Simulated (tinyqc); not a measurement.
Inside a calculation. Method: Hueckel theory of the pi electrons with the omega technique, for the molecule O=Cc1c[cH-]cc1C=O (SMILES; centres numbered as the heavy atoms are written). One step of it, computed by the program tinyqc.

Task: Orbitals, round 2. Diagonalise; E = alpha + x beta with beta < 0, so the largest x are filled first; degenerate levels share their electrons. P = sum n_i c_ri c_si; each orbital has its largest coefficient positive (the first on a tie).

matrix after round 1:
```
          1O        2C         3C         4C         5C         6C         7C        8C
1O  0.722441  1.000000   0.000000   0.000000   0.000000   0.000000   0.000000  0.000000
2C  1.000000  0.126172   1.000000   0.000000   0.000000   0.000000   0.000000  0.000000
3C  0.000000  1.000000  -0.052255   1.000000   0.000000   0.000000   1.000000  0.000000
4C  0.000000  0.000000   1.000000  -0.022565   1.000000   0.000000   0.000000  0.000000
5C  0.000000  0.000000   0.000000   1.000000  -0.047584   1.000000   0.000000  0.000000
6C  0.000000  0.000000   0.000000   0.000000   1.000000  -0.022565   1.000000  0.000000
7C  0.000000  0.000000   1.000000   0.000000   0.000000   1.000000  -0.052255  1.000000
8C  0.000000  0.000000   0.000000   0.000000   0.000000   0.000000   1.000000  0.126172
9O  0.000000  0.000000   0.000000   0.000000   0.000000   0.000000   0.000000  1.000000

          9O
1O  0.000000
2C  0.000000
3C  0.000000
4C  0.000000
5C  0.000000
6C  0.000000
7C  0.000000
8C  1.000000
9O  0.722441
```

pi electrons, sum of z_r less the charge = 10

Give: x values; occupations; coefficients; charge and bond-order matrix P.

Result:

x values: 2.2898  1.6620  1.4311  0.6201  0.6158  -0.4246  -0.8921  -1.7227  -2.0794

occupations: 2.0000  2.0000  2.0000  2.0000  2.0000  0.0000  0.0000  0.0000  0.0000

coefficients:
```
       MO1      MO2      MO3      MO4      MO5      MO6      MO7      MO8
1O  0.1972   0.4824  -0.4410   0.3948  -0.3215  -0.3898  -0.3253   0.0699
2C  0.3091   0.4533  -0.3125  -0.0404   0.0343   0.4471   0.5253  -0.1710
3C  0.4716   0.2137   0.0332  -0.4147   0.3383   0.1435  -0.2095   0.2462
4C  0.3237   0.1269   0.3286   0.1763   0.5301  -0.3571  -0.1398  -0.4864
5C  0.2770   0.0000   0.4444   0.5280   0.0000   0.0000   0.3311   0.5808
6C  0.3237  -0.1269   0.3286   0.1763  -0.5301   0.3571  -0.1398  -0.4864
7C  0.4716  -0.2137   0.0332  -0.4147  -0.3383  -0.1435  -0.2095   0.2462
8C  0.3091  -0.4533  -0.3125  -0.0404  -0.0343  -0.4471   0.5253  -0.1710
9O  0.1972  -0.4824  -0.4410   0.3948   0.3215   0.3898  -0.3253   0.0699

        MO9
1O   0.1091
2C  -0.3056
3C   0.5650
4C  -0.2747
5C   0.0000
6C   0.2747
7C  -0.5650
8C   0.3056
9O  -0.1091
```

charge and bond-order matrix P:
```
         1O       2C       3C       4C       5C       6C       7C       8C
1O   1.4508   0.7810  -0.1821  -0.2414   0.1342   0.1955  -0.1594  -0.0496
2C   0.7810   0.8030   0.5213   0.1319  -0.1492  -0.1709   0.0873  -0.0236
3C  -0.1821   0.5213   1.1113   0.5938  -0.1472  -0.2320   0.4707   0.0873
4C  -0.2414   0.1319   0.5938   1.0818   0.6576  -0.1064  -0.2320  -0.1709
5C   0.1342  -0.1492  -0.1472   0.6576   1.1062   0.6576  -0.1472  -0.1492
6C   0.1955  -0.1709  -0.2320  -0.1064   0.6576   1.0818   0.5938   0.1319
7C  -0.1594   0.0873   0.4707  -0.2320  -0.1472   0.5938   1.1113   0.5213
8C  -0.0496  -0.0236   0.0873  -0.1709  -0.1492   0.1319   0.5213   0.8030
9O   0.1063  -0.0496  -0.1594   0.1955   0.1342  -0.2414  -0.1821   0.7810

         9O
1O   0.1063
2C  -0.0496
3C  -0.1594
4C   0.1955
5C   0.1342
6C  -0.2414
7C  -0.1821
8C   0.7810
9O   1.4508
```
